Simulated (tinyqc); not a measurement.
Undoped gate-all-around wire MOSFET, analytic charge model: one step of the calculation.

An undoped round wire of radius R under an insulator shell and a surrounding gate; long channel, electrons only, n = ni exp((psi - V)/Vt) with V the quasi-Fermi potential (0 at the source, Vd at the drain), constant mobility, no quantisation. The radial Poisson equation gives n(r) = n(0)/(1 - (1 - b) r^2/R^2)^2 with b = Q0/(Q + Q0). Q is the electron charge per area of the wire surface.

Task. Drain current and line charge. Q solves Vg - V0 - V = Q/Cox + Vt ln(Q/Q0) + Vt ln(1 + Q/Q0). I = mu (2 pi R/L)[2 Vt (Qs - Qd) + (Qs^2 - Qd^2)/(2 Cox) + Vt Q0 ln((Qd + Q0)/(Qs + Q0))], with Qs at V = 0 and Qd at V = Vd. Electrons per length at the source: 2 pi R Qs/q; surface over centre density: (1 + Qs/Q0)^2.

Values chosen for this exercise; material values close to those of silicon: temperature T = 325 K; wire radius R = 20 nm; channel mobility mu = 290 cm^2/(V s); gate length L = 1 um; drain voltage Vd = 0.8 V.

Constants: q = 1.602176634e-19 C, kB = 1.380649e-23 J/K, Vt = kB T/q. Results are converted to the units shown.

Qs = 492.84874 nC/cm^2
Qd = 0.026430354 nC/cm^2
Cox = 1.0686806 uF/cm^2
Q0 = 57.033867 nC/cm^2

Find: first term; second term; third term; I; electrons per length; surface over centre density.

Result.

first term = 1.0060 uA
second term = 4.1415 uA
third term = -0.13188 uA
I = 5.0156 uA
electrons per length = 3.8656 1/nm
surface over centre density = 92.955

The square-law term makes up 82.6 % of the current.

Computed by the program tinyqc: `OMP_NUM_THREADS=1 python tinyqc.py 2460087 2460088 out.jsonl`, one thread of a shared Intel Xeon 2.30GHz, about 0.02 s for the whole run.
